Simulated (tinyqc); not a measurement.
On-chip interconnect, size-dependent resistivity and RC delay: one step of the calculation.

A rectangular line between two neighbours and two ground planes. Surface and grain-boundary scattering are added to the bulk resistivity as corrections; capacitances are parallel-plate values without fringing; inductance is ignored.

Task. Ladder and Elmore delays. 6 equal pi sections: series Rs = r Lw/6; node capacitances c Lw/6, halved at nodes 0 and 6, with Cl added to node 6; Rd feeds node 0. Elmore delay of node k: the sum, over the resistors on the path to k, of resistance times all capacitance downstream of it.

Parameters, values chosen for the exercise; metal values close to those of copper: line length Lw = 35 um; driver resistance Rd = 16000 ohm; load capacitance Cl = 1.3 fF.

r = 181.82177 ohm/um
c = 0.12237529 fF/um

Wanted: Rs; C; Elmore delay.

Result.

Rs = 1061 ohm
C, node 0 to 6 (fF): [0.3569, 0.7139, 0.7139, 0.7139, 0.7139, 0.7139, 1.657]
Elmore delay, node 0 to 6 (ps): [89.33, 94.87, 99.66, 103.7, 107.0, 109.5, 111.2]

The far-end value equals Rd (c Lw + Cl) + r Lw (c Lw/2 + Cl) for any number of pi sections; the line resistance contributes 19.7 % of it.

Range of the model: The metal width is under the mean free path, where the thick-limit surface term and the simple sum of corrections lose accuracy.

Program tinyqc, `OMP_NUM_THREADS=1 python tinyqc.py 2100055 2100056 out.jsonl`; Intel Xeon 2.30GHz, shared host, one thread, about 0.01 s.
